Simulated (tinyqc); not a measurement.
Inside a calculation. Model: valence-band offset from core levels (Kraut method), with the dipole against the affinity rule.

Computed by the program tinyqc: `OMP_NUM_THREADS=1 python tinyqc.py 2410017 2410018 out.jsonl`, one thread of a shared Intel Xeon 2.30GHz, about 0.01 s for the whole run. Printed values are rounded.

Binding energies are counted downwards from the Fermi level. dEv > 0 means that the valence edge of B lies below that of A, dEc > 0 that the conduction edge of B lies above that of A; dEc + dEv = EgB - EgA. The spectra are made-up values treated as data.

Inputs (values chosen for the exercise); gaps and affinities close to those of germanium (A) and zirconium oxide (B): gap of the substrate A EgA = 0.67 eV; gap of the overlayer B EgB = 5.8 eV; electron affinity of A chiA = 3.98 eV; electron affinity of B chiB = 2.54 eV; core level of bare A cA = 51.88 eV; core level of thick B cB = 67.16 eV; valence-band maximum of thick B vB = 4.2 eV; relative permittivity inside the dipole layer ei = 8.1; thickness of the dipole layer dd = 0.29 nm; core level of A under a thin film of B iA = 52.23 eV; core level of B in that thin film iB = 67.66 eV; background counts in the gap bg = 65.

Constants: q = 1.602176634e-19 C, eps0 = 8.8541878128e-14 F/cm where lengths are in cm. Results are converted to the units shown.

## Valence-band maximum of bare A

| point | binding energy (eV) | counts on the leading edge |
|---|---|---|
| 0 | 0.69 | 126 |
| 1 | 0.81 | 153 |
| 2 | 0.93 | 184 |
| 3 | 1.05 | 205 |
| 4 | 1.17 | 241 |
| 5 | 1.29 | 273 |

Fit a straight line to the leading edge by least squares; the maximum vA lies where it meets the background.

slope = 242.8571 counts/eV
intercept = -43.42857 counts
vA = 0.4464706 eV

## Offsets

dEv = (iB - iA) - (cB - vB) + (cA - vA), dEc = EgB - EgA - dEv.

cA - vA = 51.43353 eV
cB - vB = 62.96 eV
iB - iA = 15.43 eV
dEv = 3.903529 eV
dEc = 1.226471 eV

The alignment is type I (straddling). Both offsets exceed 1 eV, the usual requirement for a gate dielectric. A rigid shift of all levels, by charging or doping, cancels in the differences.

## Interface dipole

The affinity rule gives dEc(0) = chiA - chiB; the dipole step is D = dEc - dEc(0), and two sheets of opposite charge dd apart hold N = eps0 ei |D|/(q dd).

dEc(0) = 1.44 eV
D = -0.2135294 eV
N = 3.295969e13 cm^-2
field in the dipole layer = 7.363083 MV/cm

N is 0.047 elementary charges for each of about 7e14 surface atoms per cm^2.
